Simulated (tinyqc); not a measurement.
# Diffusion length from constant photovoltage

Inverse problem. In a thick sample with a thin depletion layer the excess density at its edge goes as flux/(1/alpha + L), so the flux needed for a fixed surface photovoltage is proportional to 1/alpha + L. Find L.

photon flux for the same photovoltage at absorption coefficients 100 and 780 1/cm (relative units): 158  70.820513

Solution. The line of flux against 1/alpha meets zero at -L.

slope against 1/alpha = 1.000 1/um
L = 58.00 um

Numbers from tinyqc (`OMP_NUM_THREADS=1 python tinyqc.py 2430145 2430146 out.jsonl`; about 0.01 s on one thread of a shared Intel Xeon 2.30GHz).
